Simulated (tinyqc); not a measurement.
Inside a calculation. Model: composition and strain of an epitaxial Si(1-x)Ge(x) layer from Raman and X-ray peaks. Computed by tinyqc, a small Python program that keeps every step. Command: `OMP_NUM_THREADS=1 python tinyqc.py 3015772 3015773 out.jsonl epiraman walk`. One thread of a shared host (Intel(R) Xeon(R) Processor @ 2.30GHz), about 0.01 s of CPU time with the checks. Intermediate numbers are printed to about 5 digits and carried at full precision; extremes and crossings named in words are read from the listed rows.

A (001) layer, biaxially strained in the plane. The Raman peaks follow empirical lines omega = w0 + c1 x + c3 x^3 + b eps (c3 for Si-Ge alone), with eps the in-plane strain.

Inputs (values chosen for the exercise, modelled on silicon-germanium):
```
quantity,value,unit
Ge fraction x,0.7,-
degree of relaxation R,0,-
lattice constant of Si,5.431,angstrom
lattice constant of Ge,5.658,angstrom
bowing B,0.028,angstrom
2 C12/C11 of Si,0.771,-
2 C12/C11 of Ge,0.745,-
Si-Si: w0,520.6,1/cm
Si-Si: c1,-64.3,1/cm
Si-Si: strain coefficient b,-709,1/cm
Si-Ge: w0,400.2,1/cm
Si-Ge: c1,25.7,1/cm
Si-Ge: c3,-33.7,1/cm
Si-Ge: strain coefficient b,-579,1/cm
Ge-Ge: w0,280,1/cm
Ge-Ge: c1,18.9,1/cm
Ge-Ge: strain coefficient b,-431,1/cm
uncertainty of a Raman peak,0.05,1/cm
X-ray wavelength,1.540598,angstrom
```

Substrate: silicon. Pair of peaks used: Si-Si and Ge-Ge.

## Lattice constants and strain

Relaxed lattice constant a(x) = a_Si + (a_Ge - a_Si) x - B x (1 - x). In-plane constant a_par = a_sub + R (a(x) - a_sub); eps = a_par/a(x) - 1; eps_perp = -(2 C12/C11) eps with 2 C12/C11 linear in x; a_perp = a(x) (1 + eps_perp).

relaxed constant a(x) = 5.58402 angstrom

substrate constant a_sub = 5.431 angstrom

a_par = 5.431 angstrom

in-plane strain eps = -27.403 per mille

strain along the normal = 20.629 per mille

a_perp = 5.6992 angstrom

The layer is under compression in the plane and is stretched along the normal. Caution: strains above 2 % survive only in layers a few nanometres thick, and the linear relations lose accuracy.

## Raman peaks

Insert x and eps in the three lines; the strain part is b eps.

Si-Si peak = 495.02 1/cm

Si-Ge peak = 422.50 1/cm

Ge-Ge peak = 305.04 1/cm

strain parts (1/cm): Si-Si 19.429, Si-Ge 15.866, Ge-Ge 11.811

Read as unstrained, the Si-Si peak would give x = 0.398 in place of 0.7.

## X-ray (004) reflection

Bragg angle theta = arcsin(2 lambda/a) for (004), for the substrate with a_sub and the layer with a_perp; separation in arc seconds.

theta of the substrate = 34.565 degree

theta of the layer = 32.727 degree

separation, layer less substrate = -6615.7 arcsec

## Back from two peaks to composition and strain

Unknowns x and eps (per mille). Newton steps: J d = (measured - model), J = [d omega/dx, d omega/d eps] for the two peaks; start at x = 0.5, eps = 0; stop when |d| < 1e-9. The peaks are rounded to 0.001 per cm; R = (a(x)(1 + eps) - a_sub)/(a(x) - a_sub).

peaks used (1/cm): Si-Si 495.019, Ge-Ge 305.041

Iterations:
```
step,x,eps (per mille),residual 1 (1/cm),residual 2 (1/cm)
0,0.50000,0.000,6.569,15.591
1,0.70000,-27.404,0.000,0.000
```

recovered x = 0.70000

recovered eps = -27.404 per mille

recovered R = 0

## Which pair of peaks is best

For each pair invert J = [d omega/dx, d omega/d eps] at the true x. Independent errors of the given size in both peaks give sigma_x and sigma_eps = uncertainty x (norm of the rows of the inverse of J).

Error propagation:
```
pair,det J,sigma_x,sigma_eps (per mille)
Si-Si and Si-Ge,20.328,0.0022515,0.16868
Si-Si and Ge-Ge,41.1134,0.0010091,0.081506
Si-Ge and Ge-Ge,21.218,0.0017009,0.071690
```

The pair Si-Si and Ge-Ge fixes x best (sigma_x = 0.0010) and Si-Si and Si-Ge worst (0.0023), a factor 2.2. Strain moves all peaks the same way, so a good pair needs different ratios of composition slope to strain coefficient, best of opposite sign; the slopes here are -64.3, -23.8 and 18.9 per cm for Si-Si, Si-Ge and Ge-Ge. Errors in the coefficients themselves are not counted.

## Relaxation at fixed composition

(004) Bragg angle theta = arcsin(2 lambda/a), with a = a_perp for the layer and a_sub for the substrate; separation = layer less substrate. The apparent x is the one that a fully strained layer (R = 0) would need to give the same a_perp.

Signatures:
```
R,eps (per mille),Si-Si (1/cm),Ge-Ge (1/cm),a_perp (angstrom),(004) separation (arcsec),apparent x if R = 0 is assumed
0.00,-27.403,495.02,305.04,5.6992,-6615.7,0.70000
0.15,-23.293,492.10,303.27,5.6819,-6212.3,0.65803
0.30,-19.182,489.19,301.50,5.6647,-5806.0,0.61570
0.50,-13.702,485.30,299.14,5.6416,-5259.5,0.55865
0.70,-8.221,481.42,296.77,5.6186,-4707.6,0.50089
0.85,-4.110,478.50,295.00,5.6013,-4290.0,0.45708
1.00,0.000,475.59,293.23,5.5840,-3869.3,0.41285
```

Full relaxation moves the Si-Si peak by -19.43 per cm and shrinks the X-ray separation to 58 % of its strained value, about 1/(1 + 2 C12/C11). A symmetric reflection alone cannot part x from R: a relaxed layer read as strained gives x = 0.413 in place of 0.7. An asymmetric reflection or a second peak is needed.

Checks made by the program: recovered composition (relative difference 3e-06).
